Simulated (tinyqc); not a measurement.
# Worked calculation: MOS capacitor on a p-type substrate, surface potential from the exact charge relation

Computed by the program tinyqc: `OMP_NUM_THREADS=1 python tinyqc.py 2060040 2060041 out.jsonl`, one thread of a shared Intel Xeon 2.30GHz, about 0.01 s for the whole run. Printed values are rounded.

Uniform p-type substrate, Boltzmann statistics, full ionisation, classical densities. psi is the surface potential against the body (positive when the bands bend down) and u = psi/Vt. Traps are spread evenly over the gap and neutral at flat band, so their charge is -q Dit psi; the minority quasi-Fermi level is shifted by Vb.

Values chosen for this exercise; band and dielectric values close to those of silicon:
```
symbol    value         unit                                                                 meaning
T           300            K                                                             temperature
Eg          1.1           eV                                                                band gap
eps_r      11.8                                                                relative permittivity
Nc      2.77e19        cm^-3                                  conduction-band density of states at T
Nv      2.67e19        cm^-3                                     valence-band density of states at T
chi        4.06           eV                                                       electron affinity
N          5e16        cm^-3                                       acceptor density of the substrate
eox         3.9               relative permittivity of the gate insulator (close to silicon dioxide)
tox          26           nm                                                     insulator thickness
phiM       5.11           eV                                                      gate work function
Nf      -4.2e10        cm^-2                            fixed charge at the interface, in units of q
Dit           0  cm^-2 eV^-1                                              density of interface traps
Vb          1.1            V                    reverse bias of the inversion layer against the body
Vg         3.63            V                                           gate voltage against the body
```

Constants: q = 1.602176634e-19 C, kB = 1.380649e-23 J/K, Vt = kB T/q, eps0 = 8.8541878128e-14 F/cm where lengths are in cm. Results are converted to the units shown.

## Flat band, threshold and scales

ni = sqrt(Nc Nv) exp(-Eg/(2 Vt)), Eg in volts; phiF = Vt ln(N/ni); Cox = eps0 eox/tox; Vfb = phiM - chi - (Eg - Vt ln(Nv/N)) - q Nf/Cox; Q0 = sqrt(2 eps0 eps_r q N Vt); r = (ni/N)^2 exp(-Vb/Vt); VT = Vfb + [(2 phiF + Vb)(1 + q Dit/Cox) + sqrt(2 eps0 eps_r q N (2 phiF + Vb))/Cox].

ni = 1.56640e10 cm^-3
phiF = 0.387164 V
Cox = 0.132813 uF/cm^2
Vfb = 0.163027 V
Q0 = 20.8026 nC/cm^2
r = 3.25595e-32
VT = 3.37104 V

## Starting value

psi = Vg - Vfb (all of the voltage in the semiconductor).

psi at the start = 3.46697 V

## Iteration 1: Newton step for the surface potential

u = psi/Vt; F^2 = exp(-u) + u - 1 + r (exp(u) - u - 1); Qs = -sign(u) Q0 F; Cs = -dQs/dpsi = (Q0/Vt) |1 - exp(-u) + r (exp(u) - 1)|/(2 F). f = Vfb + psi + (q Dit psi - Qs)/Cox - Vg, f' = 1 + (Cs + q Dit)/Cox, psi(new) = psi - f/f'.

u = 134.108
F = 2.38577e13
Qs = -4.96303e14 nC/cm^2
Cs = 9.59892e12 uF/cm^2
f = 3.73686e12 V
f' = 7.22741e13
psi after iteration 1 = 3.41527 V

This iterate lies far beyond the solution, so its charge is not a physical one.

## Iteration 2: Newton step for the surface potential

As before.

u = 132.108
F = 8.77677e12
Qs = -1.82580e14 nC/cm^2
Cs = 3.53125e12 uF/cm^2
f = 1.37471e12 V
f' = 2.65881e13
psi after iteration 2 = 3.36356 V

This iterate lies far beyond the solution, so its charge is not a physical one.

## Iteration 3: Newton step for the surface potential

As before.

u = 130.108
F = 3.22879e12
Qs = -6.71673e13 nC/cm^2
Cs = 1.29907e12 uF/cm^2
f = 5.05729e11 V
f' = 9.78123e12
psi after iteration 3 = 3.31186 V

This iterate lies far beyond the solution, so its charge is not a physical one.

## Course of the Newton iteration

Stop when the step is below 1e-10 V, or after 60 iterations.

Course of the iteration:
```
iteration,psi before the step (V),f (V),step (V)
1,3.46697,3.74e12,-0.0517
2,3.41527,1.37e12,-0.0517
3,3.36356,5.06e11,-0.0517
4,3.31186,1.86e11,-0.0517
5,3.26016,6.84e10,-0.0517
6,3.20845,2.52e10,-0.0517
7,3.15675,9.26e9,-0.0517
8,3.10504,3.41e9,-0.0517
9,3.05334,1.25e9,-0.0517
...,...,...,...
27,2.12467,18.6,-0.0483
28,2.07634,6.53,-0.0437
29,2.03267,2.19,-0.0359
30,1.99681,0.691,-0.0263
31,1.97051,0.194,-0.0151
32,1.95542,0.0364,-4.35e-3
33,1.95107,2.16e-3,-2.92e-4
34,1.95078,8.83e-6,-1.20e-6
35,1.95078,< 1e0,-2.04e-11
```

Converged in 35 iterations. In 26 iterations the step is within 3 % of 2 Vt = 51.7 mV: there Qs grows as exp(|u|/2), and a Newton step on such an exponential moves psi by 2 Vt whatever the distance left.

## Charges, field and capacitances at the solution

converged psi = 1.95078 V

u = psi/Vt; F^2 = exp(-u) + u - 1 + r (exp(u) - u - 1); Qs = -sign(u) Q0 F; Cs = -dQs/dpsi = (Q0/Vt) |1 - exp(-u) + r (exp(u) - 1)|/(2 F). Low frequency: 1/C_LF = 1/Cox + 1/(Cs + q Dit). High frequency, in the simple estimate in which traps and minority carriers do not follow: 1/C_HF = 1/Cox + 1/Cd, Cd being Cs with r = 0 at the same psi. Minority sheet density N_inv = (Q0/(2 q)) int_0^u r (exp(t) - 1)/F(t) dt for u > 0. Oxide field |Qs - q Dit psi + q Nf|/(eps0 eox).

Qs = -201.370 nC/cm^2
N_inv = 1.37378e11 cm^-2
oxide field = 0.602639 MV/cm
Cs = 0.841416 uF/cm^2
C_LF/Cox = 0.863674
C_HF/Cox = 0.259846

The surface is in strong inversion (borders at |psi| = 0, phiF + Vb and 2 phiF + Vb = 1.87 V). Minority carriers make up 10.9 % of Qs.
